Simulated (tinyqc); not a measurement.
# Chemical-mechanical planarisation: Preston law, pattern density and step-height reduction, step by step

A worked calculation. Computed by tinyqc, a small Python program that keeps every step. Command: `OMP_NUM_THREADS=1 python tinyqc.py 3026294 3026295 out.jsonl cmp walk`. One thread of a shared host (Intel(R) Xeon(R) Processor @ 2.30GHz), about 0.01 s of CPU time with the checks. Intermediate numbers are printed to about 7 digits and carried at full precision; extremes and crossings named in words are read from the listed rows.

A row of 10 cells, repeated periodically, holds raised features that cover a share rho of each cell.

Inputs (values chosen for the exercise, close to those used for copper polishing):
```
quantity                          value  unit
Preston coefficient K           1.4e-13  1/Pa
pressure P                           39   kPa
platen and carrier speed             80   rpm
distance between the centres         19    cm
initial step height h0              390    nm
contact height h_c                  130    nm
film above the raised areas z0      850    nm
cell size                           1.9    mm
planarisation length                2.1    mm
polish time t                        46     s
```

local pattern densities, cell by cell: 0.1  0.3  0.7  0.9  0.5  0.6  0.6  0.8  0.9  0.2

## Blanket rate

With equal rotation speeds the relative speed is uniform, v = omega r_c; Preston rate R0 = K P v.

relative speed v = 1.591740 m/s

blanket rate R0 = 8.690902 nm/s

## Effective density

The stiff pad averages the density: rho_eff(i) = sum_j w_ij rho_j / sum_j w_ij, w = exp(-2 d^2/L^2), L the planarisation length and d the distance between cell centres, summed over all periodic images of cell j.

normalised weights (images included) for cells 0, 1, 2, ... apart: 0.7184336  0.1397542  0.0010287  0.0000003  0.0000000  0.0000000

effective densities: 0.1433669  0.3284654  0.6712260  0.8152213  0.5701857  0.5865391  0.6281566  0.7852013  0.7870648  0.2845729

Local densities span 0.1 to 0.9, effective ones 0.143 to 0.815.

## State at time t

While h > h_c only raised areas polish, at R0/rho_eff, until t_c = rho_eff (h0 - h_c)/R0. After that h = h_c exp(-(t - t_c)/tau), tau = rho_eff h_c/R0; low areas polish at R0 (1 - h/h_c) and raised areas at R0 [1 + (1 - rho_eff) h/(rho_eff h_c)]. Removed from raised areas after t_c: h0 - h_c + R0 (t - t_c) + (1 - rho_eff)(h_c - h); from low areas: R0 (t - t_c) - rho_eff (h_c - h). Film left = z0 less the removal from raised areas.

Cells:
```
cell    rho_eff   t_c (s)  step h (nm)  removed, raised (nm)  removed, low (nm)  film left on raised areas (nm)
1     0.1433669   4.28901      0.00000              733.8684           343.8684                        116.1316
2     0.3284654   9.82648      0.08250              661.6246           271.7071                        188.3754
3     0.6712260  20.08063      9.83556              524.7697           144.6052                        325.2303
4     0.8152213  24.38844     22.09288              467.7629            99.8558                        382.2371
5     0.5701857  17.05787      4.36724              565.5319           179.8992                        284.4681
6     0.5865391  17.54710      5.07590              558.9326           174.0085                        291.0674
7     0.6281566  18.79215      7.18412              542.1291           159.3132                        307.8709
8     0.7852013  23.49035     19.12570              479.4448           108.5705                        370.5552
9     0.7870648  23.54610     19.30387              478.7157           108.0196                        371.2843
10    0.2845729   8.51338      0.01947              678.7841           288.8036                        171.2159
```

range of film left across the row = 266.1055 nm

largest remaining step = 22.09288 nm

thinnest film left = 116.1316 nm

10 of 10 cells have reached contact. The cell with the lowest rho_eff has lost the most film from its raised areas.

## Local against global planarity over time

Times are multiples of h0/R0; the range is the largest minus the smallest removal from raised areas.

Steps and range (nm):
```
multiple     t (s)  largest step  smallest step  range across the row  mean removal from raised areas
0.10       4.48745      342.1602       118.5105              223.7272                         92.9488
0.20       8.97490      294.3205        14.6211              303.8824                        171.4876
0.30      13.46235      246.4807         1.8039              306.0223                        236.0144
0.45      20.19353      174.7210         0.0782              294.2410                        318.8412
0.60      26.92471      105.5880         0.0034              281.5307                        391.2958
0.80      35.89961       50.5796         0.0001              271.3692                        477.7230
1.00      44.87451       24.2290         0.0000              266.5002                        559.1235
1.30      58.33687        8.0330         0.0000              263.5075                        677.9011
1.70      76.28667        1.8433         0.0000              262.3638                        834.4649
```

Local steps shrink to 1.8 nm or less, but the range across the row reaches up to 306.0 nm among these rows and ends at 262.4 nm, against the limit (largest - smallest rho_eff) h0 = 262.0 nm: once flat, all cells polish alike and the difference stays. Evener density (dummy fill), a longer planarisation length or a smaller initial step reduces it. Caution: in the last rows the removal passes z0 somewhere, so they describe a thicker film than the one given.

Checks made by the program: volume removed per cell equals R0 t (relative difference below 1e-10).
